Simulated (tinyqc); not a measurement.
Worked calculation: geometry optimisation on the RHF/sto-6g surface (energies and gradients from PySCF), for BeH2, spin multiplicity 1. Computed by tinyqc, a small Python program that keeps every step (integrals from PySCF). Settings: charge = 0, multiplicity = 1, basis = sto-6g, optimiser = sd, first Hessian = 0.15, largest step = 0.5, iteration cap = 30. Command: `OMP_NUM_THREADS=1 python tinyqc.py 30758 30759 out.jsonl` (the two numbers bound the seeds that draw the settings). One thread of a shared host (Intel(R) Xeon(R) Processor @ 2.60GHz), about 4 s of CPU time with the checks.

positions at the start (bohr), order 1Be, 2H, 3H:
```
[[-0.017008, -0.058582, 0.045353],
 [0.081258, 2.551130, 0.039684],
 [0.052912, -2.690970, -0.062361]]
```

Stop when the largest gradient component is below 3e-5 hartree/bohr.

Course of the optimisation:
```
step   E (hartree)  largest gradient (hartree/bohr)
1     -15.71766010                         4.07e-02
2     -15.72478194                         2.39e-02
3     -15.72211691                         5.55e-02
4     -15.67816671                         2.35e-01
5     -15.71886644                         7.02e-02
6     -15.67824123                         2.32e-01
7     -15.71885947                         6.77e-02
8     -15.67825475                         2.33e-01
9     -15.71885833                         6.88e-02
10    -15.67825764                         2.33e-01
11    -15.71885817                         6.83e-02
12    -15.67825827                         2.33e-01
13    -15.71885816                         6.85e-02
14    -15.67825842                         2.33e-01
15    -15.71885817                         6.84e-02
16    -15.67825846                         2.33e-01
17    -15.71885817                         6.85e-02
18    -15.67825847                         2.33e-01
19    -15.71885817                         6.84e-02
20    -15.67825848                         2.33e-01
21    -15.71885817                         6.85e-02
22    -15.67825848                         2.33e-01
23    -15.71885817                         6.84e-02
24    -15.67825848                         2.33e-01
25    -15.71885817                         6.85e-02
26    -15.67825848                         2.33e-01
27    -15.71885817                         6.84e-02
28    -15.67825848                         2.33e-01
29    -15.71885817                         6.85e-02
30    -15.67825848                         2.33e-01
```

Can the last value be used, and what does the course show?

Not by the stop rule. Not converged within 30 steps: the energy rises at some steps, so steps overshoot. Reruns: method bfgs, first Hessian 0.6, largest step 0.3: converged in 10 (E = -15.72602).
